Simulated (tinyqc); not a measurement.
From results back to parameters: Fermi-Dirac statistics of conduction electrons. Three cases, with inputs chosen for the exercise.

Problem. At zero temperature k_F = (3 pi^2 n)^(1/3) and E_F (1 + alpha E_F) = c k_F^2/m, c = hbar^2/2m0, m the density-of-states mass. The Fermi energies at two densities were computed from hidden m and alpha.

Constants: hbar^2/2m0 = 3.80998211 eV angstrom^2.

Case 1.

Values chosen (out of a larger set: near those of InAs, lowest valleys alone; not measured data): nA = 2e+18 1/cm^3; nB = 7e+18 1/cm^3.

E_F at nA = 0.154553 eV
E_F at nB = 0.283748 eV

Case 2.

Values chosen (out of a larger set: near those of Ge, lowest valleys alone; not measured data): nA = 2e+19 1/cm^3; nB = 7e+19 1/cm^3.

E_F at nA = 0.048083 eV
E_F at nB = 0.107151 eV

Case 3.

Values chosen (out of a larger set: near those of Si, lowest valleys alone; not measured data): nA = 5e+19 1/cm^3; nB = 2e+20 1/cm^3.

E_F at nA = 0.045662 eV
E_F at nB = 0.111802 eV

Find: k_F at nA and nB; m; alpha.

Solution. c k^2 (1/m) - E^2 alpha = E is linear in 1/m and alpha; two densities give two equations.

Case 1.

k_F at nA and nB (1/angstrom): 0.03898  0.05918

m = 0.0260 m0
alpha = 2.85 1/eV

Case 2.

k_F at nA and nB (1/angstrom): 0.08398  0.12750

m = 0.543 m0
alpha = 0.60 1/eV

Case 3.

k_F at nA and nB (1/angstrom): 0.11397  0.18092

m = 1.06 m0
alpha = 0.45 1/eV

Computed by tinyqc, one run a case: `OMP_NUM_THREADS=1 python tinyqc.py N N+1 out.jsonl` with N = 1650373, 1650409, 1650527; one thread of a shared Intel(R) Xeon(R) Processor @ 2.30GHz, about 0.01 s a run at most.
